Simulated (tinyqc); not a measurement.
# Junctionless gate-all-around wire, depletion approximation: what changes with what

A uniformly doped n-type wire of radius R under a surrounding gate; long channel. Below flat band a shell from radius rc to R is fully depleted and the neutral core, at channel potential V (0 at the source, Vd at the drain), carries the current with constant mobility; s = (rc/R)^2 is the share of the cross-section that conducts. The edge of the depleted shell is taken as abrupt, so there is no subthreshold current.

Values chosen for this exercise; material values those of a made-up semiconductor:
- eps_r = 9.6 (relative permittivity of the semiconductor)
- eox = 9 (relative permittivity of the gate insulator)
- tox = 4.8 nm (insulator thickness)
- R = 4 nm (wire radius)
- Nd = 9.6e18 cm^-3 (donor density)
- Vfb = 0.59 V (flat-band voltage)
- mu = 64 cm^2/(V s) (effective mobility in the wire)
- L = 0.2 um (gate length)

Constants: q = 1.602176634e-19 C, eps0 = 8.8541878128e-14 F/cm where lengths are in cm. Results are converted to the units shown.

Each table varies one quantity; the others keep the values above.

## Effect of the wire radius on the threshold

Cox = eps0 eox/(R ln(1 + tox/R)); A = q Nd R^2/(4 eps0 eps_r); B = q Nd R/(2 Cox); VT = Vfb - A - B. The flat-band conductance is G0 = q mu Nd pi R^2/L.

Results:
```
R (nm)  Cox (uF/cm^2)      A (V)     B (V)    VT (V)  G0 (uS)
1.3            3.9651  0.0076452  0.025214   0.55714  0.26132
1.8            3.4073   0.014657  0.040626   0.53472  0.50099
2.4            3.0223   0.026057  0.061070   0.50287  0.89064
3.3            2.6892   0.049264  0.094371   0.44637   1.6839
4.4            2.4554   0.087580   0.13781   0.36461   2.9936
8              2.1193    0.28952   0.29030  0.010182   9.8960
```

Estimate the missing row, R = 5.9 nm.

Computed row:
```
R (nm)  Cox (uF/cm^2)    A (V)    B (V)   VT (V)  G0 (uS)
5.9            2.2689  0.15747  0.19998  0.23254   5.3825
```

With this row back in the table: As R goes from 1.3 to 8 nm, VT falls from 0.557 to 0.0102 V and G0 rises from 0.261 to 9.90 uS. A + B goes on average as R^(1.58). The device is normally off (VT > 0) in 7 of the 7 rows. More conductance costs threshold voltage: the same dopants that conduct must be depleted. For R = 1.3 to 1.8 nm the radius is under two Debye lengths (at 300 K), so the depletion picture is rough. For R = 1.3 to 2.4 nm quantum confinement, left out here, matters.

## Effect of the insulator thickness on the threshold

Same model as above.

The same in every row: A (V) = 0.07238; G0 (uS) = 2.474.

Effect of the insulator thickness on the threshold:
```
tox (nm)  Cox (uF/cm^2)    B (V)  VT (V)
1.6               5.921  0.05196  0.4657
2.3               4.386  0.07014  0.4475
3.3               3.312  0.09289  0.4247
4.8               2.527   0.1217  0.3959
6.9               1.987   0.1548  0.3628
10                1.590   0.1934  0.3242
14                1.325   0.2322  0.2854
```

Read the table: what changes, and by how much?

As tox goes from 1.6 to 14 nm, VT falls from 0.466 to 0.285 V and G0 stays at 2.47 uS. A + B goes on average as tox^(0.41). The device is normally off (VT > 0) in 7 of the 7 rows.

Numbers from tinyqc (`OMP_NUM_THREADS=1 python tinyqc.py 2460043 2460044 out.jsonl`; about 0.01 s on one thread of a shared Intel Xeon 2.30GHz).
